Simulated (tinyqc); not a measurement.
From one set of inputs to another, one input at a time: size effects in the resistivity of thin metal films and interconnect lines. Computed by tinyqc, a small Python program. Command: `OMP_NUM_THREADS=1 python tinyqc.py 3004438 3004439 out.jsonl size ladder`. One thread of a shared host (Intel(R) Xeon(R) Processor @ 2.30GHz), about 0.02 s of CPU time with the checks.

Electrons lose their drift at surfaces (a share 1 - p of the hits) and at grain boundaries (reflection R), besides bulk scattering. The line sits in a trench with a non-conducting liner on both walls and the bottom; the spacing equals the drawn width.

The inputs printed are set A. Set A is modelled on cobalt; the values taken over come from a set modelled on tungsten. Inputs not listed in the table keep their values of set A, so the rows need not describe a real material.

Inputs (values chosen for the exercise, modelled on cobalt): bulk resistivity rho_b = 6.13 microohm cm; bulk mean free path lambda = 12.5 nm; specularity p = 0.4; grain-boundary reflection R = 0.34; drawn line width w = 15 nm; grain size over metal width = 2.9; aspect ratio (height over width) = 1.3; liner thickness t = 3 nm; line length = 17 micrometre; permittivity of the dielectric k = 4.

Geometry: line.

Constants: eps_0 = 8.8541878128e-12 F/m.

Method:
- Metal width w_m = w - 2t, height h_m = (aspect ratio) w - t, grain size D = (ratio) w_m.
- Mayadas-Shatzkes: alpha = (lambda/D) R/(1 - R); rho_b/rho = 1 - 3 alpha/2 + 3 alpha^2 - 3 alpha^3 ln(1 + 1/alpha).
- Fuchs-Sondheimer film: rho_b/rho = 1 - (3/(2 kappa))(1 - p) int_0^1 (s - s^3)(1 - exp(-kappa/s))/(1 - p exp(-kappa/s)) ds, f = rho/rho_b, kappa = thickness/lambda, 80 Gauss-Legendre points.
- Line: the excess of a film of thickness w_m and of a film of thickness h_m are added, rho/rho_b = 1 + (f(w_m) - 1) + (f(h_m) - 1), an estimate that holds best when both sides exceed lambda.
- Total: rho = rho_b [1 + surface excess + grain excess]; resistance per length rho/(w_m h_m); capacitance per length C = 2 k eps_0 (aspect ratio + 1/2), a parallel-plate estimate for two neighbours plus a fixed term for the planes above and below; delay 0.38 R C L^2; effective resistivity per drawn area.

Each row keeps all changes above it; columns: (1) input moved; (2) from; (3) to; (4) effective resistivity per drawn area (microohm cm); (5) rho/rho_b from surfaces; (6) rho/rho_b from grains:
```
(1)                                    (2)   (3)     (4)     (5)     (6)
set A                                    -     -  22.849  1.5402  1.3522
bulk resistivity rho_b (microohm cm)  6.13  5.39  20.090  1.5402  1.3522
drawn line width w (nm)                 15    91   6.501  1.0592  1.0388
line length (micrometre)                17   2.3   6.501  1.0592  1.0388
aspect ratio (height over width)       1.3   2.1   6.379  1.0494  1.0388
bulk mean free path lambda (nm)       12.5  15.5   6.505  1.0617  1.0480
permittivity of the dielectric k         4   3.5   6.505  1.0617  1.0480
specularity p                          0.4     0   6.761  1.1053  1.0480
```

Where does the difference come from?

Effective resistivity per drawn area goes from 22.8 to 6.76, a factor 0.296 in all. The largest single move comes from drawn line width w (a factor 0.324). rho/rho_b from surfaces goes from 1.54 to 1.11, a factor 0.718 in all. The largest single move comes from drawn line width w (a factor 0.688), and specularity p works against it (a factor 1.04). rho/rho_b from grains goes from 1.35 to 1.05, a factor 0.775 in all. The largest single move comes from drawn line width w (a factor 0.768). The single moves hold for this order of the switches; the total does not depend on the order.

Extremes, crossings and ranges named in words are read from the listed rows.
